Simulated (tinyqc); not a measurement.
Pressure series at fixed power: global model of a low-pressure process discharge: electron temperature, density, ion flux and ion energy. Computed by tinyqc, a small Python program. Command: `OMP_NUM_THREADS=1 python tinyqc.py 3110531 3110532 out.jsonl plasma walk`. One thread of a shared host (Intel(R) Xeon(R) Processor @ 2.30GHz), about 0.01 s of CPU time with the checks.

Maxwellian electrons with temperature T_e in eV, one positive ion, no negative ions, uniform bulk density n; rate constants have the Arrhenius form.

Inputs (values chosen for the exercise, of the order of those of an inductive discharge in a simple atomic gas):
```
quantity                      value   unit
ion mass M                     35.5      u
ionisation prefactor K0     2.8e-14  m^3/s
ionisation energy E_iz         13.4     eV
excitation prefactor X0     7.9e-15  m^3/s
excitation energy E_ex          8.8     eV
elastic rate constant K_el  7.6e-14  m^3/s
ion-neutral cross section     1e-18    m^2
gas temperature T_g             400      K
radius R                         21     cm
height L                         10     cm
absorbed power P               2300      W
```

Constants: k_B = 1.380649e-23 J/K; e = 1.602176634e-19 C; u = 1.6605390666e-27 kg; m_0 = 9.1093837015e-31 kg.

Method:
- n_g = p/(k_B T_g), lambda_i = 1/(n_g sigma), K_iz = K0 exp(-E_iz/T_e), h_L = 0.86/sqrt(3 + L/(2 lambda_i)), h_R = 0.8/sqrt(4 + R/lambda_i), A_eff = 2 pi R^2 h_L + 2 pi R L h_R and d_eff = pi R^2 L/A_eff follow p.
- Particle balance: K0 exp(-E_iz/T_e) n_g d_eff = u_B, u_B = sqrt(e T_e/M).
- E_c = E_iz + (X0 exp(-E_ex/T_e) E_ex + K_el (3 m_0/M) T_e)/K_iz; E_T = E_c + (5/2) T_e + (T_e/2) ln(M/(2 pi m_0)); n = P/(e u_B A_eff E_T); J = e h_L n u_B. Pressures without a root below 2 E_iz are left out.

Against pressure:
```
p (Pa)  T_e (eV)  E_c (eV)  E_T (eV)  n (1/cm^3)  J (mA/cm^2)
0.1       5.4900     19.15     58.24  4.0294e+11       10.852
0.2       3.9067     21.47     49.29  6.4011e+11       13.103
0.5       2.8158     26.16     46.21  1.0316e+12       14.333
1.0       2.3106     31.67     48.13  1.4017e+12       13.941
2.0       1.9520     39.84     53.74  1.8216e+12       12.584
5.0       1.6155     57.03     68.53  2.3874e+12        9.921
10.0      1.4282     77.72     87.89  2.7612e+12        7.750
20.0      1.2799    109.40    118.51  3.0374e+12        5.753
```

What does the comparison show, and why?

T_e falls from 5.49 to 1.28 eV, n changes by a factor 7.5 and J by 0.53; in J = P h_L/(A_eff E_T), E_T changes by a factor 2.04 and is least at 0.5 Pa, between wall losses at high T_e and excitation losses at low T_e.

Extremes, crossings and ranges named in words are read from the listed rows.
